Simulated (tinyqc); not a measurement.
## Thickness from two neighbouring fringes

Question. At normal incidence a transparent film with an index between those of air and substrate, taken as constant, has reflectance minima at 2 n1 d = (m + 1/2) lam (small phase shifts at the substrate neglected). Find d and the order m of the shorter wavelength.

Inputs (values chosen for the exercise):
- n1 = 1.667 (index of the transparent film)

wavelengths of two neighbouring reflectance minima (nm): 488  563.07692

Solution. Neighbouring orders differ by one: 2 n1 d (1/lam1 - 1/lam2) = 1.

d = 1098 nm
m = 7

Computed by the program tinyqc: `OMP_NUM_THREADS=1 python tinyqc.py 2870178 2870179 out.jsonl`, one thread of a shared Intel Xeon 2.30GHz, about 0.01 s for the whole run.
